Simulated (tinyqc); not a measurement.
Anneal temperature at a frozen profile: sheet resistance of a shallow doped layer with concentration-dependent mobility and limited activation. Computed by tinyqc, a small Python program. Command: `OMP_NUM_THREADS=1 python tinyqc.py 3008581 3008582 out.jsonl irvin sweep`. One thread of a shared host (Intel(R) Xeon(R) Processor @ 2.30GHz), about 0.02 s of CPU time with the checks.

A layer of one dopant lies in a background of the opposite type. Current flows parallel to the surface down to the junction; depletion is ignored.

Inputs (values chosen for the exercise, modelled on arsenic in silicon):
```
quantity                          value        unit
surface concentration C_s       1.7e+21      1/cm^3
length l                             29          nm
background C_B                    5e+15      1/cm^3
mobility floor mu_min              52.4  cm^2/(V s)
mobility mu_max                    1380  cm^2/(V s)
reference density N_r          9.22e+16      1/cm^3
exponent alpha                    0.675           -
prefactor of the active limit   2.3e+22      1/cm^3
energy of the active limit        0.462          eV
```

Profile: Gaussian.

Constants: k_B = 8.617333262e-05 eV/K; e = 1.602176634e-19 C.

Method:
- C(x) = C_s exp(-x^2/(2 l^2)).
- Temperatures in kelvin are T(C) + 273.15.
- Active limit C_a = prefactor x exp(-energy/(k_B T)); the junction lies where C = C_B, and the profile exceeds C_a down to x_a (zero if C_s is below C_a). Slope at the junction in nm per decade = ln(10) C/|dC/dx|.
- Active density N = min(C, C_a); carriers n = N - C_B; mobility mu = mu_min + (mu_max - mu_min)/(1 + ((N + C_B)/N_r)^alpha).
- Integrals from 0 to x_j, where C = C_B (Gauss-Legendre, 60 points on each smooth piece; 1 nm = 1e-7 cm): dose int C dx, carriers int n dx, mean mobility int n mu dx/int n dx, R_s = 1/(e int n mu dx).

One run for each value:
```
anneal temperature T (C)  sheet resistance R_s (ohm/square)  carriers per dopant atom  active limit C_a (1/cm^3)
650                                                  154.69                   0.09345                 6.9106e+19
700                                                  124.49                   0.12129                 9.3134e+19
800                                                   85.15                   0.18847                 1.5562e+20
850                                                   72.15                   0.22727                 1.9438e+20
900                                                   62.02                   0.26908                 2.3823e+20
950                                                   54.01                   0.31348                 2.8717e+20
1000                                                  47.59                   0.36002                 3.4111e+20
1050                                                  42.39                   0.40823                 3.9995e+20
1100                                                  38.13                   0.45765                 4.6353e+20
1150                                                  34.61                   0.50780                 5.3169e+20
```

What does the table show, and why?

Over the rows, sheet resistance R_s (ohm/square) falls from 155 to 34.6; carriers per dopant atom rises from 0.0935 to 0.508; active limit C_a (1/cm^3) rises from 6.91e19 to 5.32e20. A hotter anneal raises the active limit, which stays below C_s in every row.

Caution (rows 900, 950, 1000, 1050, 1100, 1150): above about 2e20 per cm^3 measured mobilities fall further than this form.
